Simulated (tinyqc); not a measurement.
Tunnelling through a thin dielectric with one trap, as a tight-binding chain: sweeps and comparisons. A value that a table varies takes the place of the one given here.

Hopping -t everywhere, t = c/(m a^2), c = hbar^2/2m0; lead sites at 2t (band bottom 0), barrier sites 1 to N at 2t + phi, and site j has U besides. No voltage. Leads give S = -t exp(ika) on sites 1 and N, cos(ka) = 1 - E/(2t). T = (2 t sin(ka))^2 |G_1N|^2, G = (E - H - S)^-1. In the barrier cosh(q a) = 1 + (phi - E)/(2t).

Resonance: the lowest eigenvalue of H + S(E), iterated until its real part equals E (40 rounds from Eb = phi + 2t - sqrt(4t^2 + U^2), the level in an endless barrier). With v the normalised squared amplitudes of that state, Gamma_L = 2 t sin(ka) v_1, Gamma_R = 2 t sin(ka) v_N; Breit-Wigner T = Gamma_L Gamma_R/((E - Er)^2 + (Gamma_L + Gamma_R)^2/4).

Constants: hbar^2/2m0 = 3.80998211 eV angstrom^2.

Inputs chosen for the exercise (barrier and mass of the size used for SiO2 on silicon; shifted at random, so the results belong to these values and not to a real crystal): a = 2.5 angstrom (site spacing); m = 0.48 m0 (mass, the same in leads and barrier); phi = 3.08 eV (conduction edge of the barrier above that of the leads); N = 10 (barrier sites); j = 8 (site of the trap); U = -3.95 eV (extra energy on the trap site); E = 0.75 eV (electron energy).

## Transmission around the level

Er = 0.92269 eV

widths (meV): left 6.8590e-05, right 14.359

Energies Er + x (Gamma_L + Gamma_R).

T:
```
x     E (eV)     chain  Breit-Wigner   no trap
-8.0  0.8078  4.40e-08      7.43e-08  4.85e-11
-3.0  0.8796  4.27e-07      5.16e-07  7.10e-11
-1.0  0.9083  3.60e-06      3.82e-06  8.27e-11
-0.5  0.9155  9.29e-06      9.55e-06  8.59e-11
0.0   0.9227  1.91e-05      1.91e-05  8.92e-11
0.5   0.9299  9.91e-06      9.55e-06  9.27e-11
1.0   0.9370  4.11e-06      3.82e-06  9.62e-11
3.0   0.9658  6.36e-07      5.16e-07  1.12e-10
8.0   1.0376  1.28e-07      7.43e-08  1.64e-10
```

At Er the chain gives 1.91e-05, 2.14e+05 times the value without trap, and Breit-Wigner 1.91e-05. In the wings the single pole gives 1.69 times the chain value at x = -8 and 0.583 times at x = 8, because the widths and the level shift change with energy.

## Where a trap does most harm

The trap is moved through the barrier. The area under the resonance, 2 pi Gamma_L Gamma_R/(Gamma_L + Gamma_R), sets the current through it.

Against position:
```
j  Er (eV)  Gamma_L (meV)  Gamma_R (meV)      peak  area (meV)
3   0.9227           14.4       6.86e-05  1.91e-05    0.000431
4   0.9237           1.24       0.000798   0.00257     0.00501
5   0.9238          0.107        0.00924     0.293      0.0535
6   0.9238        0.00924          0.107     0.293      0.0535
7   0.9237       0.000798           1.24   0.00257     0.00501
8   0.9227       6.86e-05           14.4  1.91e-05    0.000431
```

The area is largest at j = 5 and 6 (0.0535 meV) and 124 times smaller at j = 3: the slower of the two steps limits the current, so traps in the middle carry most. Each site towards a lead multiplies its width by about 11.59, close to exp(2 q a) = 11.59 at Eb.

## Direct against trap-assisted paths

N odd, the trap in the middle, j = (N + 1)/2. Direct T is that without trap at the energy Er; area = 2 pi Gamma_L Gamma_R/(Gamma_L + Gamma_R). The exponents are the slopes of the logarithms between the last two rows, per angstrom.

Against thickness:
```
N   N a (angstrom)  Er (eV)  direct T  area (meV)
5             12.5   0.9215  1.86e-05        45.1
7             17.5   0.9236  1.39e-07        3.90
9             22.5   0.9238  1.04e-09       0.337
11            27.5   0.9238  7.74e-12      0.0290
13            32.5   0.9238  5.77e-14     0.00251
15            37.5   0.9238  4.30e-16    0.000216
17            42.5   0.9238  3.20e-18    1.87e-05
```

exponents (1/angstrom): direct 0.9800, through the trap 0.4900

The direct path falls as exp(-0.980 d) and the path through a central trap as exp(-0.490 d), 2.00 times more slowly, since each step crosses half the layer. From 5 to 17 sites the first loses 12.8 decades and the second 6.4: in thicker layers even few traps rule the leakage. Inelastic capture with phonons is left out.

## What each parameter does

Resonance and log10 T at E. Each row changes one parameter from the base and keeps the others.

Results:
```
case           Er (eV)  Gamma_L (meV)  Gamma_R (meV)  log10 T
base            0.9227      6.859e-05          14.36   -7.827
m = 0.442 m0    1.0195      0.0001883          19.86   -7.814
phi = 3.18 eV   1.0231      6.924e-05          14.48   -8.408
N = 11          0.9237      6.883e-05          1.241   -8.936
j = 7           0.9237      0.0007976          1.241   -7.835
U = -3.832 eV   1.0220      9.757e-05          15.83   -8.225
```

The largest shifts from the base row, up to three for each result and ties (the steps differ in size, so this ranks the rows, not the parameters). Er (eV): phi +0.1005, U +0.0993, m +0.0969. Gamma_L (meV): j +0.000729, m +0.000120, U +2.90e-05. Gamma_R (meV): j -13.1, N -13.1, m +5.51. log10 T: N -1.109, phi -0.580, U -0.398.

tinyqc: `OMP_NUM_THREADS=1 python tinyqc.py 1452513 1452514 out.jsonl`; about 0.1 s, one thread, shared Intel(R) Xeon(R) Processor @ 2.30GHz.
